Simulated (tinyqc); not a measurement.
Pair of shallow donors (hydrogen-like orbitals): sweeps and comparisons. A value that a table varies takes the place of the one given here.

Each donor has the orbital exp(-r/a); energy unit Ha* = q/(eps a), q = e^2/(4 pi eps0), so that a lone donor is bound by Ha*/2; x = R/a. One electron: S = (1 + x + x^2/3) exp(-x), j = 1/x - (1 + 1/x) exp(-2x), k = (1 + x) exp(-x); levels E(+/-) = -1/2 - (j +/- k)/(1 +/- S) in Ha*, without the repulsion of the ions, split by D = |E(-) - E(+)|. In six valleys the overlaps S and k are multiplied by v = [cos(K Rx) + cos(K Ry) + cos(K Rz)]/3, K = k0 (2 pi/a_lat), for isotropic envelopes and the symmetric valley state.

Two electrons, Heitler-London: with S' = (1 - x + x^2/3) exp(x), C = 1/x - exp(-2x)(1/x + 11/8 + 3x/4 + x^2/6), X = (1/5){exp(-2x)(25/8 - 23x/4 - 3x^2 - x^3/3) + (6/x)[S^2 (0.5772157 + ln x) + S'^2 Ei(-4x) - 2 S S' Ei(-2x)]}, Q = C - 2j + 1/x and A = X - 2 S k + S^2/x, the singlet and triplet lie at (Q +/- w A)/(1 +/- w S^2) from two lone donors, with the valley weight w = v^2; the exchange is J = triplet - singlet.

Constants: e^2/(4 pi eps0) = 14.39964547 eV angstrom.

Inputs chosen for the exercise (near those of two donors in Si; not measured data): a = 18.1 angstrom (orbital radius); eps = 11.4 (dielectric constant); a_lat = 5.431 angstrom (lattice constant); k0 = 0.847 2 pi/a_lat (valley position); sites = ((11, 0, 0), (12, 0, 0), (13, 0, 0), (14, 0, 0), (15, 0, 0), (16, 0, 0), (17, 0, 0), (18, 0, 0), (19, 0, 0)) a_lat (positions of the second donor); Ns = (0.029, 0.072, 0.17, 0.43, 1, 2.2, 4.3) x 1e18/cm^3 (donor densities); n = (21.25, 0.25, 0.25) a_lat (separation vector).

## Lattice sites along [100]

D and J for each site, and for v = 1.

Results:
```
site        R (angstrom)      v  D (meV)  J (micro-eV)  J for v = 1
(11, 0, 0)          59.7  0.530     5.35      1.04e+03     3.72e+03
(12, 0, 0)          65.2  0.838     7.10      1.73e+03     2.47e+03
(13, 0, 0)          70.6  0.999     6.91      1.61e+03     1.62e+03
(14, 0, 0)          76.0  0.876     4.80           801     1.04e+03
(15, 0, 0)          81.5  0.574     2.49           220          668
(16, 0, 0)          86.9  0.351     1.21          52.0          422
(17, 0, 0)          92.3  0.398     1.09          42.0          265
(18, 0, 0)          97.8  0.675     1.46          75.2          165
(19, 0, 0)         103.2  0.945     1.60          91.1          102
```

Over these sites the envelope alone changes J by a factor 36.5, and the valley factor v^2 by 8.11; J runs from 42 at (17, 0, 0) to 1.73e+03 micro-eV at (12, 0, 0). Along [100] four valleys keep their phase, so v = (2 + cos)/3 stays between 1/3 and 1. J does not fall steadily with distance.

## From lone donors to an impurity band (impurity band of shallow donors (Hubbard estimate))

Donors on a simple cubic lattice of spacing R = N^(-1/3) (1/angstrom^3 = 1e24/cm^3), Ha* = q/(eps a), q = e^2/(4 pi eps0), x = R/a. Hopping t = Ha* (1 + x) exp(-x), band width B = 12 t, on-site repulsion U = (5/8) Ha*; the gap closes near B/U = 1.15. Valley factors and disorder are left out.

Results:
```
N (1e18/cm^3)  R (angstrom)  N^(1/3) a   t (meV)   B (meV)       B/U
0.029                 325.5      0.056  2.05e-05  0.000246  5.65e-06
0.072                 240.4      0.075   0.00170    0.0204  0.000468
0.17                  180.5      0.100    0.0357     0.428   0.00982
0.43                  132.5      0.137     0.385      4.61     0.106
1.0                   100.0      0.181      1.82      21.8     0.499
2.2                    76.9      0.235      5.23      62.8      1.44
4.3                    61.5      0.294      10.3       123      2.82
```

B/U passes 1.15 between 1 and 2.2 x 1e18/cm^3; the root is x = 4.52, N^(1/3) a = 0.221, N = 1.8 x 1e18/cm^3, below the 3 that the empirical rule N^(1/3) a = 0.26 gives; the estimate is rough, since random positions, the overlap of the orbitals and screening are left out. While N grows by 148 times, t grows by 5e+05 times.

## What each parameter does

x, D = |E(-) - E(+)| and J. Each row changes one parameter from the base and keeps the others.

Results:
```
case                               x  D (meV)  J (micro-eV)
base                           6.377   0.4782          8.20
a = 16.3 angstrom              7.081   0.2936          2.81
eps = 12.5                     6.377   0.4361          7.47
k0 = 0.827 2 pi/a_lat          6.377   0.1159         0.481
n = (22.25, 0.25, 0.25) a_lat  6.677   0.2627          2.48
```

The largest shifts from the base row, up to three for each result and ties (the steps differ in size, so this ranks the rows, not the parameters). x: a +0.704, n +0.300; unchanged at the printed digits by eps and k0. D (meV): k0 -0.362, n -0.216, a -0.185. J (micro-eV): k0 -7.71, n -5.71, a -5.39.

tinyqc: `OMP_NUM_THREADS=1 python tinyqc.py 1250178 1250179 out.jsonl`; about 0.01 s, one thread, shared Intel(R) Xeon(R) Processor @ 2.30GHz.
